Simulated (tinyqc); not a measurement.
# Scale length and length offset from two DIBL values

Problem. DIBL = exp(-Le/(2 l)) + 2 exp(-Le/l) with Le = L - dL. Find l, dL and the drawn length for a DIBL of 100 mV/V.

DIBL at drawn lengths 54 and 100 nm (mV/V): 89.764398  7.9106808

Solution. With e = exp(-Le/(2 l)), 2 e^2 + e = DIBL gives e and so Le/l at each length; Le/l is a straight line in L with slope 1/l.

l = 10.00 nm
dL = 2.900 nm
length for 100 mV/V = 52.11 nm

Computed by the program tinyqc: `OMP_NUM_THREADS=1 python tinyqc.py 2002003 2002004 out.jsonl`, one thread of a shared Intel Xeon 2.30GHz, about 0.01 s for the whole run.
